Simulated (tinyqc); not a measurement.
## Trench capacitor in an array: capacitance, non-linearity, leakage and relaxation: charge lost after writing

A film between two metal electrodes, each interface adding a series capacitance ci. The small-signal permittivity is ek (1 + aq E^2); the field is found with the linear permittivity. Leakage J = J0 sinh(E/Ef). After a voltage step the film passes a relaxation current kr C V tt^(-nr), tt being the time in seconds. The sidewall is a coaxial capacitor with radii a = dm/2 - t and b = dm/2, depth AR dm; the end face is left out.

Planar film: Cf = eps0 ek/t, 1/C = 1/Cf + 2/ci, EOT = 3.9 eps0/C, effective permittivity C t/eps0, E = (V/t) C/Cf. A capacitor written for t0 and then left open loses, as a share of C V, kr (tt^(1 - nr) - t0^(1 - nr))/(1 - nr) by relaxation and J tt/(C V) by leakage; both are taken as small, and rows far outside that range are left out.

Values chosen for this exercise; permittivity of the order of that of hafnium oxide: relative permittivity of the film ek = 20.4; film thickness t = 19 nm; capacitance of each electrode interface (dead layer and screening) ci = 1000 uF/cm^2; quadratic field coefficient of the permittivity aq = 0.0097 cm^2/MV^2; bias V = 2.3 V; exponent of the relaxation current nr = 0.929; strength of the relaxation kr = 0.0041; leakage prefactor J0 = 1.2e-10 A/cm^2; field for an e-fold rise of the leakage Ef = 0.36 MV/cm; duration of the write pulse t0 = 1e-8 s.

Constants: eps0 = 8.8541878128e-14 F/cm where lengths are in cm. Results are converted to the units shown.

The same in every row: leakage current (nA/cm^2) = 1.719.

Result of one run:
```
relaxation current (nA/cm^2)  loss by relaxation (%)  loss by leakage (%)  total loss (%)
645.2                                          2.603             7.875e-4           2.603
```

Which time since the start of the write pulse tt gave this result: 1e-6, 1e-5, 0.01 or 1 s?

tt = 0.01 s.

The whole series:
```
tt (s)  relaxation current (nA/cm^2)  loss by relaxation (%)  loss by leakage (%)  total loss (%)
1e-6                         3.355e6                  0.6039             7.875e-8          0.6039
1e-5                         3.951e5                  0.9885             7.875e-7          0.9885
0.0001                       4.653e4                   1.441             7.875e-6           1.441
0.001                           5479                   1.975             7.875e-5           1.975
0.01                           645.2                   2.603             7.875e-4           2.603
0.1                            75.98                   3.342             0.007875           3.350
1                              8.948                   4.213              0.07875           4.292
10                             1.054                   5.239               0.7875           6.026
100                           0.1241                   6.447                7.875           14.32
```

The two currents are equal at tt = 5.91 s. The loss by relaxation grows from 0.604 to 6.45 %, by 0.385 points over the first decade and 1.21 over the last, while the loss by leakage grows tenfold a decade. Leakage is the larger loss for tt = 100 s. For tt = 100 the falling voltage would already cut the leakage, so the linear estimate overstates the loss.

Computed by the program tinyqc: `OMP_NUM_THREADS=1 python tinyqc.py 2102177 2102178 out.jsonl`, one thread of a shared Intel Xeon 2.30GHz, about 0.01 s for the whole run.
